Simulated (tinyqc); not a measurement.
Deep level with several charge states, and Shockley-Read-Hall recombination, step by step. Values are carried at full precision from step to step, so a last printed digit may differ when a step is redone from the rounded ones.

Energies from Ev. The defect has charge states +1, 0, -1 with weights 1, gm exp((EF - E1)/kT), exp((2 EF - E1 - E2)/kT); the shares are the weights over their sum. Boltzmann carriers: n = Nc exp((EF - Eg)/kT), p = Nv exp(-EF/kT). Neutrality: p - n + Nd + Nt <q> = 0.

Constants: kB = 8.617333262e-05 eV/K.

Inputs chosen for the exercise (gap and densities of states near those of GaN at this temperature; not measured data):
- Eg = 3.344 eV (gap)
- Nc = 4.12e+18 1/cm^3 (conduction-band density of states)
- Nv = 8.66e+19 1/cm^3 (valence-band density of states)
- T = 450 K
- E1 = 1.416 eV (level (+1/0) above Ev)
- E2 = 2.469 eV (level (0/-1) above Ev)
- gm = 2 (degeneracy of the middle state, the others 1)
- Nt = 9.3e+15 1/cm^3 (defects)
- Nd = 1.2e+16 1/cm^3 (ionised shallow donors minus acceptors)
- E_try = 1.107 eV (trial Fermi level)
- Et = 2.469 eV (recombination level above Ev)
- sn = 5.4e-16 cm^2 (electron capture cross-section)
- sp_ = 1.6e-16 cm^2 (hole capture cross-section)
- vth = 21000000 cm/s (thermal velocity, both carriers)
- Nm = 9.3e+16 1/cm^3 (equilibrium electrons for the lifetime steps)
- dn = 5e+12 1/cm^3 (excess pairs)

## Charge states at a trial Fermi level

Form the exponents, the shares, the mean charge and the residual of neutrality at EF = E_try.

exponents of the second and third weights: -7.968  -43.091

shares: +1 0.9993, 0 0.0007, -1 0.0000

<q> = 0.9993

n, p (1/cm^3): 3.64e-07  3.46e+07

residual = 2.13e+16 1/cm^3

The residual is positive, so EF must rise.

## The neutral state

Solve for EF.

EF = 3.0597 eV

shares at EF: +1 0.000, 0 0.000, -1 1.000

n = 2.70e+15 1/cm^3
p = 4.68e-15 1/cm^3

Without the defects the majority density would be 1.20e+16 1/cm^3; with them the density of these carriers is 2.70e+15, so they compensate part of the doping. Most defects are in the state -1.

## Recombination through one level

One level at Et with degeneracy 1: tn = 1/(sn vth Nt), tp = 1/(sp_ vth Nt), n1 = Nc exp((Et - Eg)/kT), p1 = Nv exp(-Et/kT), ni^2 = n1 p1. Equilibrium n0 = Nm, p0 = ni^2/Nm; n = n0 + dn, p = p0 + dn. U = (n p - ni^2)/(tp (n + n1) + tn (p + p1)), lifetime dn/U; emission rates en = sn vth n1, ep = sp_ vth p1.

Evaluate each quantity.

tn, tp (microsecond): 0.009482  0.03200

n1, p1 (1/cm^3): 6.54e+08  1.93e-08

U = 1.56e+20 1/(cm^3 s)
lifetime = 0.0320 microsecond

The lifetime is 1.000 times the minority capture time tp and 0.771 times tn + tp, the limit of high injection.

## Emission and generation in a depleted region

With n = p = 0 the level generates pairs at G = Nt en ep/(en + ep); generation lifetime tg = ni/G; current density e G W for a width W = 1 micrometre, e = 1.602176634e-19 C.

en, ep (1/s): 7.41  6.49e-17

G = 0.604 1/(cm^3 s)
tg = 5.89e+06 microsecond
current density = 9.67e-24 A/cm^2

The slower step, hole emission, limits the rate: en/ep = 1.14e+17.

## Checks

- U against hole capture minus emission at the steady occupation of the level (1/(cm^3 s)): both 1.562e+20.

Program tinyqc; command `OMP_NUM_THREADS=1 python tinyqc.py 1650113 1650114 out.jsonl`; about 0.01 s on one thread of a shared Intel(R) Xeon(R) Processor @ 2.30GHz.
